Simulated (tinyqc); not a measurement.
Worked calculation: cluster expansion of a binary alloy: correlations, fit, cross-validation and ground states. Computed by tinyqc, a small Python program that keeps every step. Command: `OMP_NUM_THREADS=1 python tinyqc.py 3007073 3007074 out.jsonl clex walk`. One thread of a shared host (Intel(R) Xeon(R) Processor @ 2.30GHz), about 0.07 s of CPU time with the checks. Intermediate numbers are printed to about 6 digits and carried at full precision; extremes and crossings named in words are read from the listed rows.

s = +1 for A and -1 for B. Energy per site E = J0 + J1 P(point) + sum over clusters of m V P, with P the mean product of spins; V > 0 on a pair favours unlike neighbours. Clusters per site m: pair 1 4, pair 2 3, pair 3 6, triplet 12; the triplet is two first-neighbour bonds closed by a second-neighbour bond. Formation energies are counted from the line between pure A and pure B, which removes J0 and J1.

Inputs (values chosen for the exercise, for a model alloy):
```
quantity,value,unit
first-pair interaction V1,36.6,meV
second-pair interaction V2,-0.18,meV
third-pair interaction V3,5,meV
triplet interaction Vt,-8.2,meV
noise amplitude,14,meV/site
temperature T,4000,K
fraction x of B,0.77,-
```

Lattice: bcc.

Constants: k_B = 8.617333262e-05 eV/K.

## Design matrix

correlations P, counted on periodic cells:
```
,point,pair 1,pair 2,pair 3,triplet
A,1.00000,1.00000,1.00000,1.00000,1.00000
A3B D0_3,0.50000,0.00000,0.00000,1.00000,-0.50000
A3B (001) layers,0.50000,0.00000,0.66667,0.33333,0.16667
A2B C11_b,0.33333,-0.33333,0.55556,0.11111,-0.11111
AB B2,0.00000,-1.00000,1.00000,1.00000,0.00000
AB B32,0.00000,0.00000,-1.00000,1.00000,0.00000
A2B2 B11,0.00000,0.00000,0.33333,-0.33333,0.00000
AB (110) layers,0.00000,0.00000,-0.33333,-0.33333,0.00000
AB2 C11_b,-0.33333,-0.33333,0.55556,0.11111,0.11111
AB3 D0_3,-0.50000,0.00000,0.00000,1.00000,0.50000
AB3 (001) layers,-0.50000,0.00000,0.66667,0.33333,-0.16667
B,-1.00000,1.00000,1.00000,1.00000,-1.00000
```

Design matrix of formation energies: m (P - 1) for pairs and m (P(triplet) - P(point)) for the triplet; x = (1 - P(point))/2.

X:
```
,pair 1,pair 2,pair 3,triplet
A,0.0000,0.0000,0.0000,0.0000
A3B D0_3,-4.0000,-3.0000,0.0000,-12.0000
A3B (001) layers,-4.0000,-1.0000,-4.0000,-4.0000
A2B C11_b,-5.3333,-1.3333,-5.3333,-5.3333
AB B2,-8.0000,0.0000,0.0000,0.0000
AB B32,-4.0000,-6.0000,0.0000,0.0000
A2B2 B11,-4.0000,-2.0000,-8.0000,0.0000
AB (110) layers,-4.0000,-4.0000,-8.0000,0.0000
AB2 C11_b,-5.3333,-1.3333,-5.3333,5.3333
AB3 D0_3,-4.0000,-3.0000,0.0000,12.0000
AB3 (001) layers,-4.0000,-1.0000,-4.0000,4.0000
B,0.0000,0.0000,0.0000,0.0000
```

## Formation energies

standard normal numbers for the noise (0 for the pure ends): A 0.000, A3B D0_3 0.145, A3B (001) layers 0.539, A2B C11_b -1.317, AB B2 -0.166, AB B32 -0.467, A2B2 B11 -0.514, AB (110) layers -1.893, AB2 C11_b -1.540, AB3 D0_3 -0.653, AB3 (001) layers -0.340, B 0.000

Exact: X V with V = (V1, V2, V3, Vt). The data to fit add the noise amplitude times the normal numbers, standing for what the clusters leave out.

exact energies (meV/site): A 0.000, A3B D0_3 -47.460, A3B (001) layers -133.420, A2B C11_b -177.893, AB B2 -292.800, AB B32 -145.320, A2B2 B11 -186.040, AB (110) layers -185.680, AB2 C11_b -265.360, AB3 D0_3 -244.260, AB3 (001) layers -199.020, B 0.000

data (meV/site): A 0.000, A3B D0_3 -45.430, A3B (001) layers -125.874, A2B C11_b -196.331, AB B2 -295.124, AB B32 -151.858, A2B2 B11 -193.236, AB (110) layers -212.182, AB2 C11_b -286.920, AB3 D0_3 -253.402, AB3 (001) layers -203.780, B 0.000

## Normal equations for V1, V2, Vt

Leave out pair 3: A = X^T X and b = X^T E (E being the data with noise) over these three columns; solve A V = b. The root-mean-square error runs over the structures between the pure ends.

matrix A:
```
,V1,V2,Vt
V1,232.889,94.222,0.000
V2,94.222,79.556,0.000
Vt,0.000,0.000,376.889
```

b (meV): [9681.38, 4016.83, -3290.43]

fitted V1, V2, Vt (meV): [40.5950, 2.4119, -8.7305]

root-mean-square error of the three-cluster fit = 23.6759 meV/site

The fit misses V1 by +3.99, V2 by +2.59 and Vt by -0.53 meV; the omitted V3 = 5 meV and the noise shift the fitted values.

## Which clusters to keep

For each set, H = X (X^T X)^-1 X^T over the structures between the ends; residual e = E - H E; leave-one-out error e_i/(1 - H_ii); both as root mean squares.

Fits:
```
clusters,fit error (meV/site),leave-one-out error (meV/site),largest H_ii
V1,58.7993,64.5138,0.274809
V1 V2,58.5940,70.1153,0.532056
V1 V3,54.1332,62.1299,0.511530
V1 V2 Vt,23.6759,38.6781,0.532056
V1 Vt,24.1796,30.5715,0.450778
V1 V2 V3,54.0900,65.8740,0.711777
V1 V3 Vt,7.5959,9.8430,0.511530
V1 V2 V3 Vt,7.2819,9.8788,0.711777
```

leave-one-out error without pair 3 = 38.6781 meV/site

leave-one-out error with all four = 9.87884 meV/site

The fit error can only fall as clusters are added, to 7.28 meV with all four. The leave-one-out error is least for V1 V3 Vt (9.84 meV), and all four give 9.88: the extra terms fit noise more than signal.

## Ground states by the convex hull

Height above the hull = E less the lowest straight line between two structures that bracket x (or the lowest structure at the same x). The three-term fit is X V with the fitted values.

Hull among these structures (meV/site):
```
structure,x,exact E,above hull,fitted E,"above hull, fit"
A,0.00000,0.000,0.000,0.000,0.000
A3B D0_3,0.25000,-47.460,98.940,-64.850,97.530
A3B (001) layers,0.25000,-133.420,12.980,-129.870,32.510
A2B C11_b,0.33333,-177.893,17.307,-173.160,43.347
AB B2,0.50000,-292.800,0.000,-324.760,0.000
AB B32,0.50000,-145.320,147.480,-176.852,147.908
A2B2 B11,0.50000,-186.040,106.760,-167.204,157.556
AB (110) layers,0.50000,-185.680,107.120,-172.028,152.732
AB2 C11_b,0.66667,-265.360,0.000,-266.285,24.889
AB3 D0_3,0.75000,-244.260,0.000,-274.382,0.000
AB3 (001) layers,0.75000,-199.020,45.240,-199.714,74.668
B,1.00000,0.000,0.000,0.000,0.000
```

lowest exact formation energy = -292.8 meV/site

On the exact hull: A, AB B2, AB2 C11_b, AB3 D0_3, B. The fit finds A, AB B2, AB3 D0_3, B instead; its root-mean-square error is 23.68 meV. A structure at zero height may lie on a tie line without being a vertex, and structures outside this list could lie lower.

## The random alloy and its short-range order

Random alloy: P(pair) = p^2, P(triplet) = p^3, p = 1 - 2x, so H_mix = (p^2 - 1) sum m V(pairs) + (p^3 - p) m Vt; G_mix = H_mix + k_B T [x ln x + (1 - x) ln(1 - x)]. To first order in 1/T the Warren-Cowley parameter of shell 1 is alpha_1 = -(1 - p^2) V_eff/(k_B T), V_eff = V1 + (number of triplets on a first-neighbour bond) p Vt, that number being 6.

mixing enthalpy H_mix = -162.221 meV/site

mixing free energy G_mix = -348.106 meV/site

alpha_1 = -0.129820

alpha_1 < 0: unlike neighbours are preferred.

Checks made by the program: leave-one-out formula against refits (relative difference below 1e-10).
